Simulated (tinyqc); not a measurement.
Anisotropic elasticity and sound waves of a cubic crystal. Inputs raised by 2 %, one at a time. Computed by tinyqc, a small Python program. Command: `OMP_NUM_THREADS=1 python tinyqc.py 3027076 3027077 out.jsonl cubicelastic sens`. One thread of a shared host (Intel(R) Xeon(R) Processor @ 2.30GHz), about 0.01 s of CPU time with the checks.

Voigt order 1..6 = xx, yy, zz, yz, xz, xy, with engineering shear strains. The rotated frame has x' as named, z' along the wafer normal and y' = z' x x'.

Inputs (values chosen for the exercise, modelled on copper):
```
quantity                                value   unit
C11                                     166.6    GPa
C12                                     122.1    GPa
C44                                     74.47    GPa
expansion coefficient of the film          16  ppm/K
expansion coefficient of the substrate    7.5  ppm/K
cooling Delta T                           500      K
```

Frame: (110) wafer, x' along [1-11].

direction cosines a (rows x', y', z' in the cube axes):
```
            x           y           z
x'  0.5773503  -0.5773503   0.5773503
y'  0.4082483  -0.4082483  -0.8164966
z'  0.7071068   0.7071068   0.0000000
```

Method:
- S11 = (C11 + C12)/D, S12 = -C12/D, D = (C11 - C12)(C11 + 2 C12), S44 = 1/C44. Zener ratio A = 2 C44/(C11 - C12); S0 = S11 - S12 - S44/2; H = 2 C44 + C12 - C11.
- C'_ijkl = C12 delta_ij delta_kl + C44 (delta_ik delta_jl + delta_il delta_jk) - H sum_m a_im a_jm a_km a_lm.
- Invert C' to S'. E along x' = 1/S'11, along y' = 1/S'22; Poisson ratios nu(x'y') = -S'12/S'11 and nu(x'z') = -S'13/S'11; in-plane shear modulus 1/S'66.
- On cooling, a thick substrate imposes eps_1 = eps_2 = (alpha_film - alpha_substrate) Delta T and eps_6 = 0; the free surface sets sigma_3 = sigma_4 = sigma_5 = 0, which fixes eps_3, eps_4, eps_5. Biaxial modulus M = (sigma_1 + sigma_2)/(2 eps); energy density M eps^2. Elastic response and constant coefficients are assumed.

Runs:
```
input moved                                      from       to  biaxial modulus M (GPa)  stress along x' (MPa)  in-plane shear modulus (GPa)  Zener ratio A
base run                                            -        -                    230.6                   1049                         29.04          3.347
C11 (GPa)                                       166.6  169.932                    232.3                   1054                         30.91          3.114
C12 (GPa)                                       122.1  124.542                    230.9                   1053                         27.64          3.541
C44 (GPa)                                       74.47  75.9594                    233.2                   1062                         29.11          3.414
expansion coefficient of the film (ppm/K)          16    16.32                    230.6                   1089                         29.04          3.347
expansion coefficient of the substrate (ppm/K)    7.5     7.65                    230.6                   1031                         29.04          3.347
cooling Delta T (K)                               500      510                    230.6                   1070                         29.04          3.347
```

Exponents ln(y'/y) / ln(x'/x):
```
input                                   biaxial modulus M  stress along x'  in-plane shear modulus  Zener ratio A
C11                                                 0.366            0.238                   3.157         -3.646
C12                                                 0.064            0.159                  -2.489          2.850
C44                                                 0.568            0.602                   0.129          1.000
expansion coefficient of the film                   0.000            1.866                   0.000          0.000
expansion coefficient of the substrate              0.000           -0.899                   0.000          0.000
cooling Delta T                                     0.000            1.000                   0.000          0.000
```

To which inputs is each result most sensitive?

Among the inputs moved here: biaxial modulus M answers most in size to C44 (exponent +0.568), next to C11 (+0.366); its exponent is below 0.0005 for expansion coefficient of the film, expansion coefficient of the substrate, cooling Delta T. stress along x' answers most in size to expansion coefficient of the film (exponent +1.866), next to cooling Delta T (+1.000). Its exponent +1.000 in cooling Delta T: stress is linear in the mismatch. In-plane shear modulus answers most in size to C11 (exponent +3.157), next to C12 (-2.489); its exponent is below 0.0005 for expansion coefficient of the film, expansion coefficient of the substrate, cooling Delta T. Zener ratio A answers most in size to C11 (exponent -3.646), next to C12 (+2.850); its exponent is below 0.0005 for expansion coefficient of the film, expansion coefficient of the substrate, cooling Delta T.

Caution (all rows): the thermal stress of this film exceeds 200 MPa, which can relax by slip, cracking or buckling in a real film.
